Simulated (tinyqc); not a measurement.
Inside a calculation. Method: Hueckel theory of the pi electrons, for the molecule C=CC(C=C)=CO (SMILES; centres numbered as the heavy atoms are written). One step of it, computed by the program tinyqc.

Question. Energy, charges, bond orders. E = sum n x; q_r = z_r - P_rr; bond order p = P_rs; free valence = sqrt(3) - sum of p over the bonds of the atom.

x values: 2.259560  1.731412  1.000000  0.346660  -0.652413  -1.000000  -1.955219

occupations: 2.000000  2.000000  2.000000  2.000000  0.000000  0.000000  0.000000

charge and bond-order matrix P, lower triangle:
```
           1C         2C         3C         4C         5C        6C        7O
1C   1.087700
2C   0.897067   0.990528
3C  -0.097172   0.424944   1.113027
4C  -0.102933  -0.009472   0.424944   0.990528
5C   0.087700  -0.102933  -0.097172   0.897067   1.087700
6C  -0.369190   0.034799   0.749391   0.034799  -0.369190  0.859790
7O   0.153455  -0.052027  -0.213535  -0.052027   0.153455  0.379116  1.870726
```

Centres:
```
centre  z_r, pi electrons of the neutral centre         h
1C                                            1  0.000000
2C                                            1  0.000000
3C                                            1  0.000000
4C                                            1  0.000000
5C                                            1  0.000000
6C                                            1  0.000000
7O                                            2  1.730000
```

Bonds:
```
i  j         k
1  2         1
2  3         1
3  4         1
4  5         1
3  6         1
6  7  0.860000
```

Give: pi energy = 8 alpha + this times beta; pi charges; Bond orders and lengths from R = 1.517 - 0.180 p; free valence of the carbons; gap between the highest filled and the next level.

Answer.

pi energy = 8 alpha + this times beta = 10.675

pi charges: 1C -0.088, 2C 0.009, 3C -0.113, 4C 0.009, 5C -0.088, 6C 0.140, 7O 0.129

Bond orders and lengths from R = 1.517 - 0.180 p (angstrom, C-C alone):
```
bond      p      R
1-2   0.897  1.356
2-3   0.425  1.441
3-4   0.425  1.441
4-5   0.897  1.356
3-6   0.749  1.382
6-7   0.379      -
```

free valence of the carbons: 1C 0.835, 2C 0.410, 3C 0.133, 4C 0.410, 5C 0.835, 6C 0.604

gap between the highest filled and the next level = 0.999 |beta|
